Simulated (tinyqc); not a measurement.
From results back to parameters: Shockley-Read-Hall recombination through one deep level. Four cases, with inputs chosen for the exercise.

Problem. Deep-level transient spectroscopy: the emission rate is en = gam sigma T^2 exp(-dE/kB T), dE = Ec - Et. Two rates were computed from hidden dE and sigma.

Constants: kB = 8.617333262e-05 eV/K.

Case 1.

Values chosen (out of a larger set: gap and densities of states near those of GaN at this temperature; not measured data): gam = 2.9e+20 1/(cm^2 s K^2) (vth Nc/T^2, which does not depend on T); T1 = 318 K; T2 = 350 K.

en(T1) = 2.49634 1/s
en(T2) = 27.0753 1/s

Case 2.

Values chosen (out of a larger set: gap and densities of states near those of InP at this temperature; not measured data): gam = 9.1e+19 1/(cm^2 s K^2) (vth Nc/T^2, which does not depend on T); T1 = 194 K; T2 = 215 K.

en(T1) = 0.288266 1/s
en(T2) = 3.68611 1/s

Case 3.

Values chosen (out of a larger set: gap and densities of states near those of Ge at this temperature; not measured data): gam = 1.7e+21 1/(cm^2 s K^2) (vth Nc/T^2, which does not depend on T); T1 = 105 K; T2 = 124 K.

en(T1) = 2.25609 1/s
en(T2) = 126.213 1/s

Case 4.

Values chosen (out of a larger set: gap and densities of states near those of InP at this temperature; not measured data): gam = 7.9e+19 1/(cm^2 s K^2) (vth Nc/T^2, which does not depend on T); T1 = 152 K; T2 = 177 K.

en(T1) = 0.570895 1/s
en(T2) = 23.1204 1/s

Find: ln(en/T^2) at T1 and T2; dE; sigma.

Solution. ln(en/T^2) against 1/T is a line of slope -dE/kB and intercept ln(gam sigma); plotting ln en alone would overstate dE by about 2 kB T.

Case 1.

ln(en/T^2) at T1 and T2: -10.6093  -8.4172

dE = 0.657 eV
sigma = 2.2e-15 cm^2

Case 2.

ln(en/T^2) at T1 and T2: -11.7796  -9.4367

dE = 0.401 eV
sigma = 2.2e-15 cm^2

Case 3.

ln(en/T^2) at T1 and T2: -8.4943  -4.8026

dE = 0.218 eV
sigma = 3.5e-15 cm^2

Case 4.

ln(en/T^2) at T1 and T2: -10.6083  -7.2116

dE = 0.315 eV
sigma = 8.7e-15 cm^2

Computed by tinyqc, one run a case: `OMP_NUM_THREADS=1 python tinyqc.py N N+1 out.jsonl` with N = 1680635, 1680651, 1680655, 1680656; one thread of a shared Intel(R) Xeon(R) Processor @ 2.30GHz, about 0.01 s a run at most.
